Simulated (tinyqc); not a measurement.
# On-chip interconnect, size-dependent resistivity and RC delay: two studies

A rectangular line between two neighbours and two ground planes. Surface and grain-boundary scattering are added to the bulk resistivity as corrections; capacitances are parallel-plate values without fringing; inductance is ignored.

Values chosen for this exercise; metal values close to those of copper:
- rho0 = 1.71 uohm cm (bulk resistivity)
- lam = 40 nm (bulk mean free path)
- ps = 0 (specular share of surface scattering)
- Rg = 0.27 (reflection coefficient of grain boundaries)
- gr = 0.7 (grain size over the metal width)
- wd = 22 nm (drawn line width)
- AR = 2 (aspect ratio, height over width)
- tl = 2 nm (liner on both walls and the bottom, not conducting)
- sp = 33 nm (space to the neighbouring lines)
- hd = 50 nm (dielectric height to the planes above and below)
- ek = 2.7 (relative permittivity of the dielectric)
- Mf = 0 (Miller factor of the neighbours)
- Lw = 310 um (line length)
- Rd = 7000 ohm (driver resistance)
- Cl = 1.2 fF (load capacitance)
- rho2 = 6.2 uohm cm (bulk resistivity of the second metal (close to cobalt))
- lam2 = 12.1 nm (mean free path of the second metal)
- tl2 = 0.1 nm (liner of the second metal)

Constants: eps0 = 8.8541878128e-12 F/m. Results are converted to the units shown.

Each table varies one quantity; the others keep the values above.

## Delay against the reflection coefficient of grain boundaries

Metal width x = wd - 2 tl, height y = AR wd - tl; grain boundaries (Mayadas-Shatzkes): al = (lam/(gr x)) Rg/(1 - Rg), g = 1/[1 - 3 al/2 + 3 al^2 - 3 al^3 ln(1 + 1/al)] - 1; surfaces (Fuchs-Sondheimer, thick limit): s = (3/8) lam (1 - ps)(1/x + 1/y); rho = rho0 (1 + g + s); r = rho/(x y); c = eps0 ek (2 wd/hd + 2 Mf AR wd/sp). Elmore delay tE = Rd (c Lw + Cl) + r Lw (c Lw/2 + Cl); t50 is the time at which the far end of a ladder of 30 pi sections (half capacitances at both ends, Cl at the far end, a step applied through Rd) reaches half the step; line share r Lw/(Rd + r Lw); estimate 0.69 Rd (c Lw + Cl) + 0.38 r c Lw^2 + 0.69 r Lw Cl.

The same in every row: c (fF/um) = 0.02104.

Delay against the reflection coefficient of grain boundaries:
```
Rg    rho (uohm cm)  r (ohm/um)  tE (ps)  t50 (ps)  estimate (ps)  line share of the resistance (%)
0.05          4.158       54.99    130.1     96.54          93.66                             70.89
0.15          5.084       67.25    147.0     109.5          106.2                             74.86
0.25          6.236       82.48    168.1     125.5          121.8                             78.51
0.35          7.731       102.3    195.5     146.3          142.1                             81.91
0.45          9.763       129.1    232.6     174.4          169.7                             85.12
0.55          12.69       167.9    286.2     214.9          209.4                             88.15
0.65          17.29       228.7    370.4     278.4          271.7                             91.02
0.75          25.57       338.2    521.7     392.4          383.9                             93.74
```

Read the table: what changes, and by how much?

As Rg goes from 0.05 to 0.75, r rises from 55.0 to 338 ohm/um, c stays at 0.0210 fF/um and t50 rises from 96.5 to 392 ps. t50/tE lies between 0.742 and 0.752, and the estimate is within 3.0 % of t50.

## Two metals against line width

Metal width x = wd - 2 tl, height y = AR wd - tl; grain boundaries (Mayadas-Shatzkes): al = (lam/(gr x)) Rg/(1 - Rg), g = 1/[1 - 3 al/2 + 3 al^2 - 3 al^3 ln(1 + 1/al)] - 1; surfaces (Fuchs-Sondheimer, thick limit): s = (3/8) lam (1 - ps)(1/x + 1/y); rho = rho0 (1 + g + s); r = rho/(x y). The second metal has rho2, lam2 and tl2 in place of rho0, lam and tl; ps, Rg, gr and AR are shared.

Two metals against line width:
```
wd (nm)  rho, first (uohm cm)  rho, second (uohm cm)  r, first (ohm/um)  r, second (ohm/um)  ratio second/first
6.5                     33.68                  21.51            1.225e4                2647              0.2161
8                       22.11                  18.61               3947                1501              0.3801
10                      15.54                  16.11               1439               826.3              0.5742
13                      11.08                  13.82              512.8               417.0              0.8131
17                      8.278                  12.03              199.0               211.3               1.062
22                      6.503                  10.72              86.01               112.0               1.302
30                      5.063                  9.519              33.57               53.33               1.588
45                      3.861                  8.421              10.70               20.91               1.954
70                      3.061                  7.633              3.361               7.817               2.326
120                     2.487                  7.039             0.9008               2.449               2.719
```

What does the table show?

The resistivity of the first metal falls from 33.7 to 2.49 uohm cm and that of the second goes from 21.5 to 7.04 uohm cm as the line widens. The products rho0 lam, which set the size effect, are 68.4 and 75.0 uohm cm nm. The two resistances cross at wd = 15.9 nm: below it the second metal gives the lower line resistance. For widths well under the mean free path the thick-limit surface term is only a guide.

Range of the model: The metal width is under the mean free path, where the thick-limit surface term and the simple sum of corrections lose accuracy.

tinyqc, about 0.01 s, one thread, Intel Xeon 2.30GHz (shared host): `OMP_NUM_THREADS=1 python tinyqc.py 2100108 2100109 out.jsonl`
